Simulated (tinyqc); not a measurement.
Inside a calculation. Method: CCSD on RHF in the sto-6g basis, for H4, spin multiplicity 1. One step of it, computed by the program tinyqc.

Task: CCSD: starting amplitudes. t_ij^ab = <ij||ab> / (e_i + e_j - e_a - e_b), whose energy is MP2.

orbital energies (hartree): MO1 -0.808278, MO2 -0.292768, MO3 0.374797, MO4 1.106419

Two-electron integrals over orbitals (pq|rs), unique and non-zero (hartree):
```
(11|11) 0.570747   (21|21) 0.152280   (22|11) 0.555161   (22|22) 0.568662
(31|31) 0.126977   (32|32) 0.072488   (33|11) 0.549119   (33|22) 0.534986
(33|33) 0.557851   (41|32) 0.073643   (41|41) 0.074907   (42|31) 0.122787
(42|42) 0.134348   (43|21) 0.145915   (43|43) 0.159802   (44|11) 0.560235
(44|22) 0.567426   (44|33) 0.564861   (44|44) 0.595785
```

Give: Starting amplitudes; correlation energy.

Result:

Starting amplitudes (spin orbitals 1a, 1b, ...; amplitudes related by a flip of all spins are not repeated):

| from | to | t |
|---|---|---|
| 2a 2b | 3a 3b | -0.0543 |
| 1a 1b | 3a 3b | -0.0537 |
| 2a 2b | 4a 4b | -0.0480 |
| 1a 2b | 3a 4b | -0.0476 |
| 1a 2b | 3b 4a | 0.0285 |
| 1a 1b | 4a 4b | -0.0196 |
| 1a 2a | 3a 4a | -0.0190 |

correlation energy = -0.036413 hartree
